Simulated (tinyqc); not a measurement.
Inputs raised by 10 %, one at a time: heat flow across a film from the phonon Boltzmann equation in the relaxation-time approximation. Computed by tinyqc, a small Python program. Command: `OMP_NUM_THREADS=1 python tinyqc.py 3005697 3005698 out.jsonl slabbte sens`. One thread of a shared host (Intel(R) Xeon(R) Processor @ 2.30GHz), about 0.02 s of CPU time with the checks.

Two black walls, hot at x = 0 and cold at x = L, emit phonons isotropically. For one free path Lambda, with tau = x/Lambda, tau_L = L/Lambda and phi = (T - T_cold)/Delta T, energy balance gives phi(tau) = (1/2) [E2(tau) + int_0^tau_L phi(s) E1(|tau - s|) ds]; E_n are the exponential integrals. The flux over the ballistic flux C v Delta T/4 is psi = 1 - 2 int_0^tau_L phi(s) E2(s) ds, and kappa_eff/kappa = (3/4) tau_L psi. kappa = C v Lambda/3 is an input, so at fixed kappa a longer free path means a smaller C v.

Inputs (values chosen for the exercise, modelled on indium phosphide): bulk conductivity kappa = 70.5 W/(m K); film thickness L = 210 nm; wall temperature difference Delta T = 11 K; free path Lambda_1 = 100 nm; cells n in the small system = 4.

Free-path groups: one.

Method:
- Cut the film into n equal cells with constant phi, collocated at the centres c_i: the kernel integrates to A_ij = |E2(|c_i - e_j|) - E2(|c_i - e_(j+1)|)|/2 for cell edges e_j, and A_ii = 1 - E2(half a cell); solve (1 - A) phi = E2(c)/2; psi = 1 - 2 sum_j phi_j [E3(e_j) - E3(e_(j+1))].
- Use 150 and 300 cells and extrapolate psi = (4 psi(300) - psi(150))/3. The jump at the hot wall is 1 - phi there (linear extrapolation from the first two of 300 cells). Two-flux (diffusion with slip) formula: psi = 1/(1 + 3 tau_L/4).
- Each group is solved on its own with 150 and 300 cells, psi = (4 psi(300) - psi(150))/3, and weighted by its share of kappa.
- Flux J = kappa_eff Delta T/L; apparent boundary resistance per wall (L/kappa_eff - L/kappa)/2.

Runs; columns: (1) input moved; (2) from; (3) to; (4) flux J (GW/m^2); (5) apparent resistance per wall (m^2 K/GW); (6) jump at the wall / Delta T for Lambda_1; (7) psi for Lambda_1:
```
(1)                                 (2)    (3)     (4)     (5)      (6)      (7)
base run                              -      -  2.2040  1.0061  0.16481  0.37894
bulk conductivity kappa (W/(m K))  70.5  77.55  2.4244  0.9146  0.16481  0.37894
film thickness L (nm)               210    231  2.0795  1.0065  0.15548  0.35754
free path Lambda_1 (nm)             100    110  2.1190  1.1062  0.17434  0.40076
```

Exponents ln(y'/y) / ln(x'/x):
```
input                    flux J  apparent resistance per wall  jump at the wall / Delta T for Lambda_1  psi for Lambda_1
bulk conductivity kappa   1.000                        -1.000                                    0.000             0.000
film thickness L         -0.610                         0.004                                   -0.611            -0.610
free path Lambda_1       -0.413                         0.995                                    0.590             0.587
```

Among the inputs moved here: flux J answers most in size to bulk conductivity kappa (exponent +1.000), next to film thickness L (-0.610). Apparent resistance per wall answers most in size to bulk conductivity kappa (exponent -1.000), and about equally to free path Lambda_1 (+0.995). Jump at the wall / Delta T for Lambda_1 answers most in size to film thickness L (exponent -0.611), next to free path Lambda_1 (+0.590); its exponent is below 0.0005 for bulk conductivity kappa. psi for Lambda_1 answers most in size to film thickness L (exponent -0.610), next to free path Lambda_1 (+0.587); its exponent is below 0.0005 for bulk conductivity kappa.
